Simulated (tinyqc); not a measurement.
Worked calculation: dopants and charged point defects at anneal temperature: Fermi-level effect, clustering and pairing. Computed by tinyqc, a small Python program that keeps every step. Command: `OMP_NUM_THREADS=1 python tinyqc.py 3001909 3001910 out.jsonl pairing walk`. One thread of a shared host (Intel(R) Xeon(R) Processor @ 2.30GHz), about 0.01 s of CPU time with the checks. Intermediate numbers are printed to about 6 digits and carried at full precision; extremes and crossings named in words are read from the listed rows.

Boltzmann statistics and full ionisation of active dopants. Energies are counted from the valence band; the defect (a vacancy or self-interstitial) has five charge states, with all degeneracy factors one.

Inputs (values chosen for the exercise, with bands modelled on InP):

| quantity | value | unit |
|---|---|---|
| gap at 0 K E_g0 | 1.42 | eV |
| Varshni alpha | 0.000356 | eV/K |
| Varshni beta | 168 | K |
| electron mass m_e | 0.0802 | m_0 |
| valleys M_c | 1 | - |
| hole mass m_h | 0.579 | m_0 |
| anneal temperature T | 1060 | K |
| total dopant density N | 1.2e+18 | cm^-3 |
| formation enthalpy of the neutral defect H_f | 3.58 | eV |
| formation entropy S_f | 3.8 | k_B |
| site density N_s | 3.9e+22 | cm^-3 |
| intrinsic dopant diffusivity D_i | 4.1e-15 | cm^2/s |
| anneal time t | 3000 | s |
| pair binding energy E_b | 0.66 | eV |
| pair configurations Z | 1 | - |
| storage temperature T_2 | 360 | K |
| impurity diffusion prefactor D_0 | 0.0082 | cm^2/s |
| impurity migration energy E_m | 0.36 | eV |
| dielectric constant eps | 12.6 | - |
| active dopant density in the stored part N_2 | 6.8e+15 | cm^-3 |

Dopant: donor. Second part: pairing with a mobile impurity.

defect levels as fractions of E_g(T): (2+/+), (+/0), (0/-), (-/2-): 0.045  0.14  0.36  0.79

Constants: m_0 = 9.1093837015e-31 kg; k_B = 1.380649e-23 J/K; h = 6.62607015e-34 J s; k_B = 8.617333262e-05 eV/K; e^2/(4 pi eps_0) = 14.39964548 eV angstrom.

## The host at the anneal temperature

E_g = E_g0 - alpha T^2/(T + beta). N_c = 2 M_c (2 pi m_e k_B T/h^2)^(3/2) and N_v = 2 (2 pi m_h k_B T/h^2)^(3/2), masses in units of m_0. n_i = sqrt(N_c N_v) exp(-E_g/2 k_B T); E_i = E_g/2 + (k_B T/2) ln(N_v/N_c).

E_g = 1.09427 eV

k_B T = 0.0913437 eV

n_i = 4.17485e+16 cm^-3

E_i = 0.682558 eV

effective density of states N_b of the majority band = 3.78539e+18 cm^-3

## Active dopant

No clustering: A = N.

active density A = 1.20e+18 cm^-3

## Carrier density and Fermi level

n = A/2 + sqrt(A^2/4 + n_i^2) for an active density A. chi = n/n_i (for acceptors n_i/p); E_F = E_i + k_B T ln chi; field enhancement h = 1 + A/sqrt(A^2 + 4 n_i^2).

n = 1.20145e+18 cm^-3

chi = 28.7783

E_F = 0.989438 eV

field enhancement h = 1.99759

The doping is 28.7 n_i: extrinsic conditions.

## Charged defects

C_0 = N_s exp(S_f/k_B) exp(-H_f/k_B T). Ratios to the neutral state at E_F = E_i: r_+ = exp((E(+/0) - E_i)/k_B T), r_2+ = r_+ exp((E(2+/+) - E_i)/k_B T), r_- = exp((E_i - E(0/-))/k_B T), r_2- = r_- exp((E_i - E(-/2-))/k_B T); at other E_F state q scales as chi^(-q). The enhancement is sum r_q chi^(-q)/sum r_q. The charge on the defects is left out of neutrality.

neutral defects C_0 = 1.66053e+07 cm^-3

Charge states:

| state | ratio r | intrinsic (cm^-3) | doped (cm^-3) |
|---|---|---|---|
| 2+ | 2.96515e-06 | 4.92372e+01 | 5.94516e-02 |
| + | 3.04195e-03 | 5.05124e+04 | 1.75522e+03 |
| 0 | 1.00000e+00 | 1.66053e+07 | 1.66053e+07 |
| - | 2.35644e+01 | 3.91292e+08 | 1.12607e+10 |
| 2- | 3.21627e+00 | 5.34070e+07 | 4.42311e+10 |

all defects, doped = 5.55084e+10 cm^-3

enhancement over intrinsic = 120.316

mean charge = -1.79654 e

Doping leaves the neutral state alone and multiplies the total by 120; the most common state is 2- (in intrinsic material -).

## Dopant diffusivity

If every charge state of the defect carries the dopant equally well, D = D_i x enhancement x h x (active share A/N, a rough stand-in that overstates the dA/dN which immobile clusters call for), D_i being an input held fixed when T or H_f is moved; diffusion length 2 sqrt(D t).

effective diffusivity D = 9.85402e-13 cm^2/s

D/D_i = 240.342

diffusion length = 1087.42 nm

## Against doping

chi = n/n_i; h = 1 + A/sqrt(A^2 + 4 n_i^2); the dopant diffusivity over its intrinsic value is D/D_i = enhancement x h x A/N, if every charge state carries the dopant equally well.

Trend at the anneal temperature:

| N (cm^-3) | active A (cm^-3) | chi | defect enhancement | mean charge | D/D_i |
|---|---|---|---|---|---|
| 1.30e+15 | 1.30e+15 | 1.016 | 1.01697e+00 | -1.08183 | 1.03280e+00 |
| 3.50e+15 | 3.50e+15 | 1.043 | 1.04641e+00 | -1.08570 | 1.09024e+00 |
| 9.50e+15 | 9.50e+15 | 1.120 | 1.13147e+00 | -1.09641 | 1.25938e+00 |
| 2.60e+16 | 2.60e+16 | 1.359 | 1.40220e+00 | -1.12663 | 1.81908e+00 |
| 7.20e+16 | 7.20e+16 | 2.183 | 2.43885e+00 | -1.21135 | 4.03152e+00 |
| 2.00e+17 | 2.00e+17 | 4.991 | 7.15259e+00 | -1.39811 | 1.37531e+01 |
| 5.50e+17 | 5.50e+17 | 13.250 | 3.15955e+01 | -1.64205 | 6.28331e+01 |
| 1.50e+18 | 1.50e+18 | 35.957 | 1.80203e+02 | -1.83037 | 3.60127e+02 |
| 4.20e+18 | 4.20e+18 | 100.612 | 1.25720e+03 | -1.93207 | 2.51415e+03 |

Well below n_i = 4.17e16 cm^-3 chi and the enhancement are near 1. At any doping d ln(enhancement)/d ln chi equals minus the mean charge, which goes from -1.08 to -1.93 over the rows. Rows with carriers above N_b lie beyond Boltzmann statistics.

## Pairing in storage

An oppositely charged mobile impurity (density M) pairs with the dopant: pairs/free = Z (N_2/N_s) exp(E_b/k_B T_2) for M << N_2; capture radius R = e^2/(4 pi eps eps_0 k_B T_2); D_m = D_0 exp(-E_m/k_B T_2); association rate 4 pi R D_m N_2; dissociation rate = association rate/(pairs/free); tau = 1/(sum of both). Trapping slows long-range motion to D_m/(1 + pairs/free).

pairs/free = 302.718

paired share = 0.996707

capture radius R = 36.8388 angstrom

D_m = 7.48231e-08 cm^2/s

pairing time constant = 4.23163e-04 s

effective diffusivity of the impurity = 2.46357e-10 cm^2/s

## Pairing against temperature

The formulas are those given above.

Equilibrium and kinetics:

| T (K) | paired share | time constant (s) | D_m (cm^2/s) | effective D (cm^2/s) |
|---|---|---|---|---|
| 270 | 0.999997 | 1.52379e-02 | 1.56354e-09 | 4.29741e-15 |
| 300 | 0.999953 | 3.60324e-03 | 7.34649e-09 | 3.44432e-13 |
| 340 | 0.999056 | 7.92800e-04 | 3.78075e-08 | 3.56964e-11 |
| 380 | 0.989980 | 2.40877e-04 | 1.37812e-07 | 1.38093e-09 |
| 430 | 0.904602 | 6.93640e-05 | 4.94840e-07 | 4.72068e-08 |
| 480 | 0.597260 | 1.85822e-05 | 1.36138e-06 | 5.48283e-07 |
| 550 | 0.162911 | 1.91838e-06 | 4.12145e-06 | 3.45002e-06 |
| 650 | 0.022333 | 9.66012e-08 | 1.32603e-05 | 1.29641e-05 |

Half the impurity is paired at T = E_b/(k_B ln(N_s/(Z N_2))) = 492 K. The time constant at 300 K is 0.0036 s. Below 492 K pairs win, and the effective diffusivity has the activation energy E_m + E_b = 1.02 eV; above it the impurity is free and moves with E_m = 0.36 eV.

Checks made by the program: ratios against Boltzmann factors of formation energies at E_F (relative difference below 1e-10).
